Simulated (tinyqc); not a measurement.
# From single traps to 1/f noise

7 half-filled traps with time constants tau_j = 1.4e-7 s times 10^(1 j), j = 0..6, each shift the threshold by a = 12.2 uV when filled and give the Lorentzian a^2 tau/(1 + (2 pi f tau)^2). For time constants spread evenly in ln tau the sum tends to a^2/(4 f ln(10^1)). slope = d ln S/d ln f.

Results:
```
f (Hz)	S (uV^2/Hz)	1/f limit (uV^2/Hz)	slope	j of the largest term
0.01	23.151	1616.0	-1.3941e-4	6
0.1	22.993	161.60	-0.013824	6
1	14.047	16.160	-0.73192	6
1000	0.016999	0.016160	-0.94844	3
30000	5.1048e-4	5.3867e-4	-1.0760	2
1e6	1.4705e-5	1.6160e-5	-1.0946	0
1e7	2.9578e-7	1.6160e-6	-1.9770	0
1e8	2.9918e-9	1.6160e-7	-1.9998	0
```

Estimate the missing row, f = 30 Hz.

Computed row:
```
f (Hz)	S (uV^2/Hz)	1/f limit (uV^2/Hz)	slope	j of the largest term
30	0.50947	0.53867	-1.0651	5
```

With this row back in the table: Below the slowest trap (1/(2 pi tau) = 1.1 Hz) the spectrum is flat, slope 0.00 in the first row; above the fastest (1.1e6 Hz) the slope tends to -2 (-2.00 in the last row). In between, at 30, 1000 and 30000 Hz, the slopes are -1.07, -0.95 and -1.08, and S is 5.2 % above the 1/f limit at 1000 Hz.

Computed by the program tinyqc: `OMP_NUM_THREADS=1 python tinyqc.py 2150005 2150006 out.jsonl`, one thread of a shared Intel Xeon 2.30GHz, about 0.01 s for the whole run.
